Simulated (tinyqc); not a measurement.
Trench capacitor in an array: capacitance, non-linearity, leakage and relaxation: charge lost after writing.

A film between two metal electrodes, each interface adding a series capacitance ci. The small-signal permittivity is ek (1 + aq E^2); the field is found with the linear permittivity. Leakage J = J0 sinh(E/Ef). After a voltage step the film passes a relaxation current kr C V tt^(-nr), tt being the time in seconds. The sidewall is a coaxial capacitor with radii a = dm/2 - t and b = dm/2, depth AR dm; the end face is left out.

Planar film: Cf = eps0 ek/t, 1/C = 1/Cf + 2/ci, EOT = 3.9 eps0/C, effective permittivity C t/eps0, E = (V/t) C/Cf. A capacitor written for t0 and then left open loses, as a share of C V, kr (tt^(1 - nr) - t0^(1 - nr))/(1 - nr) by relaxation and J tt/(C V) by leakage; both are taken as small, and rows far outside that range are left out.

Values chosen for this exercise; permittivity of the order of that of silicon nitride:
- ek = 7.75 (relative permittivity of the film)
- t = 11 nm (film thickness)
- ci = 1000 uF/cm^2 (capacitance of each electrode interface (dead layer and screening))
- aq = 0.0031 cm^2/MV^2 (quadratic field coefficient of the permittivity)
- V = 1.7 V (bias)
- nr = 0.994 (exponent of the relaxation current)
- kr = 0.00015 (strength of the relaxation)
- J0 = 1.2e-11 A/cm^2 (leakage prefactor)
- Ef = 0.47 MV/cm (field for an e-fold rise of the leakage)
- t0 = 1e-8 s (duration of the write pulse)

Constants: eps0 = 8.8541878128e-14 F/cm where lengths are in cm. Results are converted to the units shown.

The same in every row: leakage current (nA/cm^2) = 0.1599.

Charge lost after writing:
```
tt (s)  relaxation current (nA/cm^2)  loss by relaxation (%)  loss by leakage (%)  total loss (%)
1e-6                         1.462e5                 0.06271             1.510e-8         0.06271
1e-5                         1.483e4                 0.09472             1.510e-7         0.09472
0.0001                          1503                  0.1272             1.510e-6          0.1272
0.001                          152.4                  0.1601             1.510e-5          0.1601
0.01                           15.45                  0.1935             1.510e-4          0.1936
0.1                            1.567                  0.2273             0.001510          0.2288
1                             0.1589                  0.2616              0.01510          0.2767
10                           0.01611                  0.2964               0.1510          0.4473
100                         0.001633                  0.3316                1.510           1.841
```

What does the comparison show?

The two currents are equal at tt = 0.994 s. The loss by relaxation grows from 0.0627 to 0.332 %, by 0.0320 points over the first decade and 0.0353 over the last, while the loss by leakage grows tenfold a decade. Leakage is the larger loss for tt = 100 s.

Computed by the program tinyqc: `OMP_NUM_THREADS=1 python tinyqc.py 2102063 2102064 out.jsonl`, one thread of a shared Intel Xeon 2.30GHz, about 0.01 s for the whole run.
